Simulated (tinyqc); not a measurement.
Two-sublattice mean-field magnet: ferrimagnet, compensation points and susceptibility: one step, computed by the program tinyqc. Command: `OMP_NUM_THREADS=1 python tinyqc.py 3011954 3011955 out.jsonl ferri walk`. One thread of a shared host (Intel(R) Xeon(R) Processor @ 2.30GHz), about 0.01 s of CPU time with the checks.

A random alloy A(1-x)B(x) with H = -sum over pairs J S_i.S_j. a = <S_A> and b = <S_B> are taken along z, a > 0. Exchange fields: h_A = (1 - x) zJ_AA a + x zJ_AB b, h_B = (1 - x) zJ_AB a + x zJ_BB b; a = S_A B_(S_A)(S_A h_A/(k_B T)) and likewise for b, with the Brillouin function B_S(y) = [(2S + 1)/(2S)] coth[(2S + 1) y/(2S)] - [1/(2S)] coth[y/(2S)].

Task: Net moment and spin. Net moment m = (1 - x) g_A a + x g_B b in mu_B per site; net spin s = (1 - x) a + x b. At T = 0, a = S_A and b = -S_B. Effective g = m/s.

Inputs (values chosen for the exercise, for a model ferrimagnet):
```
quantity               value  unit
spin S_A                 1.5     -
spin S_B                 1.5     -
g factor g_A             2.1     -
g factor g_B               2     -
fraction x of B sites   0.18     -
```

a = 1.025094

b = -0.2861794

Give: net moment m; net spin s; m at T = 0; effective g.

Result:

net moment m = 1.662 mu_B

net spin s = 0.7891

m at T = 0 = 2.043 mu_B

effective g = 2.107

A dominates at T, as at T = 0.
